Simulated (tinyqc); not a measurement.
# Read current of a NAND string, cells in series solved by shooting, step by step

Numbers from tinyqc (`OMP_NUM_THREADS=1 python tinyqc.py 2142156 2142157 out.jsonl`; about 1 s on one thread of a shared Intel Xeon 2.30GHz). Printed values are rounded.

Cells in series, numbered from 0 at the source line (0 V) to the bit line, each followed by a gap resistance Rg. A cell with gate Vg, threshold VT, source Vs and drain Vd passes I = 2 nf K Vt^2 [F(Vs) - F(Vd)]/(1 + th max(Vg - VT, 0)), F(V) = ln^2(1 + exp((Vg - VT - nf V)/(2 nf Vt))). The selected cell has Vg = Vr, the others Vg = Vp.

Inputs (values chosen for the exercise); values of the order met in vertical NAND strings:
```
symbol,value,unit,meaning
T,300,K,temperature
K,19,uA/V^2,gain factor of a cell
nf,1.7,,slope factor
th,0.19,1/V,mobility reduction factor
Rg,17,kohm,resistance of the gap between cells
Vbl,0.7,V,bit-line voltage
Vp,7.3,V,pass voltage
Vr,4.08,V,read voltage on the selected word line
```

Constants: q = 1.602176634e-19 C, kB = 1.380649e-23 J/K, Vt = kB T/q. Results are converted to the units shown.

## Step 1: node voltages for a trial current

first trial current = 1.9 uA
thresholds from the source end, cell 0 to 4 (V): 4  2.7  4  -1.1  4

For a trial current I start at 0 V and, cell by cell (the selected one is cell 1), solve for the drain: sqrt(F(Vd)) = sqrt(F(Vs) - I/k), k = 2 nf K Vt^2/(1 + th max(Vg - VT, 0)), Vd = [Vg - VT - 2 nf Vt ln(exp(sqrt F) - 1)]/nf, then add I Rg.

node voltage after each cell and gap, trial 1, cell 0 to 4 (V): 0.0822456  0.224626  0.313617  0.379035  0.473852

## Step 2: node voltages for a trial current

second trial current = 2.5 uA

As before.

node voltage after each cell and gap, trial 2, cell 0 to 4 (V): 0.108494  0.307272  0.428753  0.516003  0.649787

## Course of the secant iteration

Secant steps on the end voltage less Vbl, from the two trials; a trial above the saturation current of a cell has no solution and is moved halfway to the previous trial. Stop below 1e-9 V.

Course of the iteration:
```
iteration   I (uA)  end voltage - Vbl (V)  halvings
1          2.67124                3.79e-3         0
2          2.65923               -6.59e-5         0
3          2.65944               -8.74e-8         0
4          2.65944               2.01e-12         0
```

Converged in 4 iterations to I = 2.6594 uA. The selected cell takes 24.3 % of the bit-line voltage and the gaps together 32.3 %.
